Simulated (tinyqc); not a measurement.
# Floating body of a partially depleted SOI transistor: body voltage and kink, step by step

Computed by the program tinyqc: `OMP_NUM_THREADS=1 python tinyqc.py 2182071 2182072 out.jsonl`, one thread of a shared Intel Xeon 2.30GHz, about 0.2 s for the whole run. Printed values are rounded.

Source at 0 V. Channel current Ic = 2 nf K Vt^2 [F(0) - F(Vd)](1 + la Vd), F(V) = ln^2(1 + exp((Vg - VT - nf V)/(2 nf Vt))), VT = VT0 - gb Vb. Saturation voltage Vs = 2 Vt sqrt(F(0)) + 3 Vt, excess Ve = (Vd - Vs + sqrt((Vd - Vs)^2 + 0.0004 V^2))/2, multiplication M1 = Ai Ve exp(-Bl/Ve). Each junction passes D(v) = J1 (exp(v/Vt) - 1) + J2 (exp(v/(2 Vt)) - 1). Bipolar current Ib = bb J1 (exp(Vb/Vt) - 1). The body settles where M1 (Ic + Ib) = D(Vb) + D(Vb - Vd) + Vb/Rb; drain current Id = (1 + M1)(Ic + Ib) - D(Vb - Vd).

Values chosen for this exercise; values of the order met in partially depleted silicon-on-insulator transistors:
```
symbol,value,unit,meaning
T,398,K,temperature
VT0,0.54,V,threshold at zero body voltage
gb,0.13,,fall of the threshold per volt of body voltage
nf,1.43,,slope factor
K,190,uA/(V^2 um),gain factor per width
la,0.1,1/V,channel-length modulation factor
Ai,2.99,1/V,impact-ionisation prefactor
Bl,4.9,V,impact-ionisation voltage
J1,1.8e-9,uA/um,diffusion saturation current of each junction
J2,6.1e-7,uA/um,recombination saturation current of each junction
bb,0.5,,gain of the lateral bipolar transistor on the diffusion current
Rb,1e9,kohm um,"resistance of a weak body tie to the source (1e9 stands for no tie, and the term is then dropped)"
Vg,0.56,V,gate voltage
Vd,2.1,V,drain voltage
```

Constants: q = 1.602176634e-19 C, kB = 1.380649e-23 J/K, Vt = kB T/q. Results are converted to the units shown.

Range of the model: The multiplication law is an empirical form chosen for the exercise; self-heating and capacitive coupling to the body are left out, and the linear laws are rough once Vb passes about 0.7 V or M1 about 0.1.

## Starting value

Vb = 0.78 V.

Vb at the start = 0.78 V

## Iteration 1: new Vb

Current into the body I_in = M1 (Ic + Ib) - D(Vb - Vd), current out I_out = D(Vb) + Vb/Rb; f = ln(I_in/I_out), s = df/dVb by central differences over 1e-5 V, Vb(new) = Vb - f/s.

Ic = 1.72247 uA/um
Ve = 1.89480 V
M1 = 0.426712
I_in = 3.62788 uA/um
I_out = 13.6119 uA/um
f = -1.32229
s = -5.70489 1/V
Vb after iteration 1 = 0.548218 V

## Iteration 2: new Vb

As before.

Ic = 1.23355 uA/um
Ve = 1.91053 V
M1 = 0.439520
I_in = 0.545633 uA/um
I_out = 0.0175516 uA/um
f = 3.43680
s = -26.1005 1/V
Vb after iteration 2 = 0.679894 V

## Course of the iteration

Stop when the step is below 1e-10 V, or after 40 iterations.

Course of the iteration:
```
iteration  Vb before the step (V)  step (V)
1                            0.78    -0.232
2                        0.548218     0.132
3                        0.679894   3.55e-3
4                        0.683440   3.47e-5
5                        0.683474   3.46e-9
6                        0.683474   < 1e-13
```

Converged in 6 iterations.

## Drain current with floating and with grounded body

converged Vb = 0.683474 V

Id and VT at the converged Vb, Id at Vb = 0, their ratio, and the bipolar share Ib/(Ic + Ib).

VT = 0.451148 V
Id, floating = 2.73636 uA/um
Id, grounded = 0.726140 uA/um
ratio = 3.76836
bipolar share = 21.2680 %

The body rises to 0.683 V and lowers the threshold by 88.9 mV.
